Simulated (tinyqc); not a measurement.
From results back to parameters: statistics of electrons in three, two and one dimensions. Three cases, with inputs chosen for the exercise.

Problem. A sheet with one subband has n2 = (2/lambda^2) ln(1 + exp(eta)).

One band edge at E = 0, lambda = sqrt(4 pi c/(m1 kT)) with c = hbar^2/2m0. Densities with spin: n3 = (2/lambda^3) F_1/2(eta), n2 = (2/lambda^2) F_0(eta) with F_0 = ln(1 + exp(eta)), n1 = (2/lambda) F_-1/2(eta). F_j(eta) = (1/Gamma(j + 1)) integral_0^infinity x^j dx/(1 + exp(x - eta)), which tends to exp(eta) for eta << 0.

Constants: hbar^2/2m0 = 3.80998211 eV angstrom^2; kB = 8.617333262e-05 eV/K.

Case 1.

Values chosen (out of a larger set: near those of GaAs, lowest valleys alone; not measured data): m1 = 0.0676 m0 (mass of one isotropic band with spin); T = 300 K.

n2 = 3.09855e+12 1/cm^2

Case 2.

Values chosen (out of a larger set: near those of InP, lowest valleys alone; not measured data): m1 = 0.0794 m0 (mass of one isotropic band with spin); T = 200 K.

n2 = 9.24400e+10 1/cm^2

Case 3.

Values chosen (out of a larger set: near those of InP, lowest valleys alone; not measured data): m1 = 0.081 m0 (mass of one isotropic band with spin); T = 400 K.

n2 = 2.51154e+12 1/cm^2

Find: n2 lambda^2/2; eta; EF above the subband edge.

Solution. eta = ln(exp(n2 lambda^2/2) - 1), with n2 in 1/angstrom^2.

Case 1.

n2 lambda^2/2 = 4.2444
eta = 4.230
EF above the subband edge = 109.35 meV

Case 2.

n2 lambda^2/2 = 0.1617
eta = -1.740
EF above the subband edge = -29.99 meV

Case 3.

n2 lambda^2/2 = 2.1534
eta = 2.030
EF above the subband edge = 69.97 meV

Computed by tinyqc, one run a case: `OMP_NUM_THREADS=1 python tinyqc.py N N+1 out.jsonl` with N = 1681725, 1681893, 1681917; one thread of a shared Intel(R) Xeon(R) Processor @ 2.30GHz, about 0.01 s a run at most.
